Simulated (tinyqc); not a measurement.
# Area and perimeter leakage from two diodes

Inverse problem. A square diode and a finger diode leak I = JA area + JP perimeter. Find JA, JP and the side of the square at which both parts are equal.

areas (um^2): 40000  48000
perimeters (um): 800  19680
leakage currents (pA): 11.752000  17.659200

Answer. Two linear equations give JA and JP; for a square of side a, JA a^2 = 4 JP a at a = 4 JP/JA.

JA = 2.900e-8 A/cm^2
JP = 1.900e-12 A/cm
side for equal parts = 2.621 um

Computed by the program tinyqc: `OMP_NUM_THREADS=1 python tinyqc.py 2290058 2290059 out.jsonl`, one thread of a shared Intel Xeon 2.30GHz, about 0.01 s for the whole run.
